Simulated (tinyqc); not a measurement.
X-ray reflectivity of a thin film on silicon: critical angles, Parratt recursion, fringes and roughness: one step, computed by the program tinyqc.

n = 1 - delta + i beta; the classical electron radius is r_e = 2.8179403e-6 nm. Layer 0 is vacuum, 1 the film, 2 the substrate.

Task: Reflectivity at one angle. k_j = (2 pi/lambda) sqrt(sin^2 theta - 2 delta_j + 2 i beta_j); r_ij = (k_i - k_j)/(k_i + k_j) x exp(-2 k_i k_j sigma^2) (Nevot-Croce); r = (r_01 + r_12 p)/(1 + r_01 r_12 p), p = exp(2 i k_1 d); R = |r|^2.

Inputs (values chosen for the exercise, modelled on copper on silicon, copper K-alpha radiation):
```
quantity                              value     unit
wavelength lambda                   0.15406       nm
film thickness d                       19.4       nm
roughness of the surface sigma_1       0.85       nm
roughness of the interface sigma_2     0.12       nm
grazing angle theta                    1.32  degrees
```

Constants:
```
layer      rho_e (1/nm^3)         delta          beta  critical angle (degrees)  q_c (1/nm)
film             2570.479  2.736186e-05  6.840466e-07                 0.4238483   0.6034035
substrate         711.402  7.572626e-06  1.741704e-07                 0.2229774   0.3174375
```

Give: k_0, k_1, k_2; 1000 r_01; 1000 r_12; p; reflectivity R; q = 4 pi sin(theta)/lambda.

Result:

k_0, k_1, k_2 (1/nm): 0.9395  0.8898+0.0013i  0.9260+0.0003i

1000 r_01 = 8.128-0.229i

1000 r_12 = -19.50+0.54i

p = -0.9510+0.0334i

reflectivity R = 7.121e-04

q = 4 pi sin(theta)/lambda = 1.879 1/nm
